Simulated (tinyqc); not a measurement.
Critical temperature from a phonon spectrum: McMillan, Allen-Dynes and the linearised Eliashberg equation: one step, computed by the program tinyqc. Command: `OMP_NUM_THREADS=1 python tinyqc.py 3027012 3027013 out.jsonl eliashberg walk`. One thread of a shared host (Intel(R) Xeon(R) Processor @ 2.30GHz), about 0.01 s of CPU time with the checks.

alpha^2 F(omega) = sum_i (lambda_i omega_i/2) delta(omega - omega_i), so that lambda = 2 int alpha^2 F/omega d omega = sum_i lambda_i.

Question. The small kernel at the trial temperature. Linearised Eliashberg equation at omega_n = (2n + 1) pi k_B T, n = 0..N-1: lambda(j) = sum_i lambda_i omega_i^2/(omega_i^2 + (2 pi j k_B T)^2); K_mn = lambda(m - n) + lambda(m + n + 1) - 2 mu*(N) - delta_mn [2m + 1 + lambda(0) + 2 sum_(j=1..m) lambda(j)], with 1/mu*(N) = 1/mu* + ln(omega_rms/omega_N), omega_N = (2N + 1) pi k_B T. T_c is where the largest eigenvalue rho of K is zero.

Inputs (values chosen for the exercise, for a model metal): peak energy omega_1 = 22.2 meV; coupling lambda_1 = 2.05; Coulomb pseudopotential mu* = 0.1; trial temperature = 44.7 K; Matsubara points N in the small matrix = 6.

Peaks in alpha^2 F: one.

omega_rms = 22.2 meV

Constants: k_B = 8.617333262e-05 eV/K.

Give: lambda(j), j = 0, 1, ...; mu*(N); K.

Answer.

lambda(j), j = 0, 1, ...: [2.0500, 0.9367, 0.3563, 0.1753, 0.1024, 0.0667, 0.0468, 0.0346, 0.0266, 0.0211, 0.0171, 0.0142]

mu*(N) = 0.12435

K:
```
[[-0.312, 1.044, 0.283, 0.029, -0.080, -0.135],
 [1.044, -4.947, 0.790, 0.174, -0.027, -0.112],
 [0.283, 0.790, -7.768, 0.735, 0.142, -0.047],
 [0.029, 0.174, 0.735, -10.151, 0.715, 0.129],
 [-0.080, -0.027, 0.142, 0.715, -12.369, 0.705],
 [-0.135, -0.112, -0.047, 0.129, 0.705, -14.509]]
```
